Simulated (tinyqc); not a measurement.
From one set of inputs to another, one input at a time: oxidation of curved silicon (wires and holes): cylindrical Deal-Grove kinetics with stress-retarded reaction. Computed by tinyqc, a small Python program. Command: `OMP_NUM_THREADS=1 python tinyqc.py 3026235 3026236 out.jsonl wireox ladder`. One thread of a shared host (Intel(R) Xeon(R) Processor @ 2.30GHz), about 0.02 s of CPU time with the checks.

Silicon fills r < a and oxide a < r < b. One volume of silicon gives 2.25 volumes of oxide, and the length is fixed.

The inputs printed are set A. Set A is close to those used for silicon in dry oxygen; the values taken over come from a set close to those used for silicon in steam. Inputs not listed in the table keep their values of set A, so the rows need not describe a real material.

Inputs (values chosen for the exercise, close to those used for silicon in dry oxygen): prefactor B0 = 718 um^2/h; activation energy E_B = 1.23 eV; prefactor (B/A)0 = 4.75e+06 um/h; activation energy E_A = 1.98 eV; starting silicon radius a0 = 38 nm; starting oxide x_i = 2 nm; viscosity prefactor eta0 = 2.5e-08 Pa s; viscosity energy E_eta = 5.65 eV; critical shear stress s_c = 42 MPa; activation volume V_k = 8.6 angstrom^3; temperature T = 850 C; time t = 0.13 h.

Shape: wire (convex).

Constants: k_B = 8.617333262e-05 eV/K.

Method:
- B = B0 exp(-E_B/(k_B T)), B/A = (B/A)0 exp(-E_A/(k_B T)), eta = eta0 exp(E_eta/(k_B T)); 1 um = 1000 nm.
- Temperatures in kelvin are T(C) + 273.15.
- Geometry: b^2 = b0^2 + 1.25 (a0^2 - a^2), b0 = a0 + x_i.
- Rate of oxide made per interface area: q = 1/[1/k + 2 a |ln(b/a)|/B], and |da/dt| = q/2.25. Reaction k = (B/A) exp(-sigma V_k/(k_B T)). New oxide pushes the old with radial speed u = 1.25 |da/dt| at r = a; the shear stress at radius r is s_c asinh(z a^2/r^2), z = 2 eta u/(a s_c) (Eyring flow), and the compressive normal stress at the interface is sigma = |int_a^b 2 s/r dr| = s_c |F(z) - F(z a^2/b^2)|, F(y) = int_0^y asinh(w)/w dw. q and sigma are solved together. 1 MPa angstrom^3 = 6.241509e-6 eV.
- Integrate da/dt adaptively (tolerance 1e-8); a wire counts as consumed at a = 0.5 nm and a hole as closed at b = 0.5 nm. Planar reference: x^2 + A x = B t + x_i^2 + A x_i, A = B/(B/A).

Each row keeps all changes above it:
```
input moved                                                      from               to  oxide thickness (nm)  silicon radius a (nm)  normal stress at time t (MPa)
set A                                                               -                -                 2.739                 37.660                          82.54
critical shear stress s_c (MPa)                                    42               86                 2.713                 37.672                         158.33
activation volume V_k (angstrom^3)                                8.6               13                 2.687                 37.684                         156.30
prefactor B0 (um^2/h) and activation energy E_B (eV)        718, 1.23       414, 0.776                 2.695                 37.681                         156.89
prefactor (B/A)0 (um/h) and activation energy E_A (eV)  4750000, 1.98  126000000, 2.03                10.112                 34.082                         689.26
temperature T (C)                                                 850              750                 3.281                 37.409                         281.75
starting silicon radius a0 (nm)                                    38               64                 3.412                 63.358                         172.25
time t (h)                                                       0.13             0.11                 3.202                 63.454                         161.75
```

Where does the difference come from?

Oxide thickness goes from 2.74 to 3.20, a factor 1.17 in all. The largest single move comes from prefactor (B/A)0 with activation energy E_A (a factor 3.75), and temperature T works against it (a factor 0.324). Silicon radius a goes from 37.7 to 63.5, a factor 1.68 in all. The largest single move comes from starting silicon radius a0 (a factor 1.69), and prefactor (B/A)0 with activation energy E_A works against it (a factor 0.904). Normal stress at time t goes from 82.5 to 162, a factor 1.96 in all. The largest single move comes from prefactor (B/A)0 with activation energy E_A (a factor 4.39), and temperature T works against it (a factor 0.409). The single moves hold for this order of the switches; the total does not depend on the order.

Caution (rows set A, critical shear stress s_c, activation volume V_k): planar dry oxides this thin grow faster than Deal-Grove predicts. Caution (all rows): the oxide is taken as a purely viscous fluid in steady flow; elasticity, stress-dependent diffusion and thin-oxide enhancement are left out.

Extremes, crossings and ranges named in words are read from the listed rows.
